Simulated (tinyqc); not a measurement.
Vacuum evaporation: vapour pressure, source flux, thickness distribution, purity and step coverage: one step, computed by the program tinyqc. Command: `OMP_NUM_THREADS=1 python tinyqc.py 3111147 3111148 out.jsonl evap walk`. One thread of a shared host (Intel(R) Xeon(R) Processor @ 2.30GHz), about 0.01 s of CPU time with the checks.

Molecular flow, unit sticking of the metal, no re-evaporation. The background gas is taken as water vapour (18.015 g/mol, collision diameter 0.37 nm) at 300 K.

Task: Scattering and purity. Mean free path lambda = k_B T_g/(sqrt2 pi d^2 p); unscattered share exp(-h/lambda); gas arrival p/sqrt(2 pi m_g k_B T_g); impurity ratio = sticking x gas arrival/metal arrival; monolayer time = 1e15 cm^-2/(sticking x gas arrival).

Inputs (values chosen for the exercise, modelled on nickel, with constants for the liquid): source temperature T = 1970 K; source-to-wafer distance h = 31 cm; background pressure p = 4e-07 Pa; sticking of background gas = 0.4.

arrival rate at the centre = 2.343305e+16 1/(cm^2 s)

Constants: k_B = 1.380649e-23 J/K; u = 1.6605390666e-27 kg.

Give: mean free path; unscattered share; gas arrival rate; impurity ratio; monolayer time.

Result:

mean free path = 17025 m

unscattered share = 1.0000

gas arrival rate = 1.434e+12 1/(cm^2 s)

impurity ratio = 2.447e-05

monolayer time = 1744 s
